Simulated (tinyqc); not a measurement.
Raising U: Hubbard chain of 2 sites, mean field against exact. Computed by the program tinyqc. Collinear unrestricted mean field (the lowest of 40 random starts) against exact diagonalisation.

one-body matrix (hopping and site energies) (eV):
```
         1        2
1   0.0000  -1.3100
2  -1.3100   0.0000
```

electrons, up and down: 1  1

Exact and mean-field results (eV):
```
U          U/t   E exact  E mean field  mean |n_up - n_down|  double occupancy, exact  first gap in the sector
0.660    0.504  -2.31070      -2.29000                 0.000                    0.219                    2.311
1.310    1.000  -2.04563      -1.96500                 0.000                    0.189                    2.046
2.620    2.000  -1.61925      -1.31000              5.18e-04                    0.138                    1.619
3.930    3.000  -1.31000      -0.87333                 0.745                    0.100                    1.310
5.240    4.000  -1.08524      -0.65500                 0.866                    0.073                    1.085
7.860    6.000  -0.79327      -0.43667                 0.943                    0.042                    0.793
10.480   8.000  -0.61850      -0.32750                 0.968                    0.026                    0.618
15.720  12.000  -0.42517      -0.21833                 0.986                    0.013                    0.425
26.200  20.000  -0.25943      -0.13100                 0.995                 4.85e-03                    0.259
```

What does the comparison show, and why?

In absolute terms mean field is worst at U/t = 3.0, 0.437 eV too high: at small U it is nearly exact, and at large U it misses only exchange-scale energies. For the symmetric dimer the instability lies at U = 2t. Its local moments set in at U/t = 3.0 of those listed, a broken symmetry that the exact state of a finite cluster with equal spins does not have. Relative to the exact energy its error is 0.9 % at the smallest U, 50 % at most and 50 % at the largest. The double occupancy falls from 0.219 to 0.005; at the largest U the first gap is 0.99 times the exchange scale 4t^2/U.
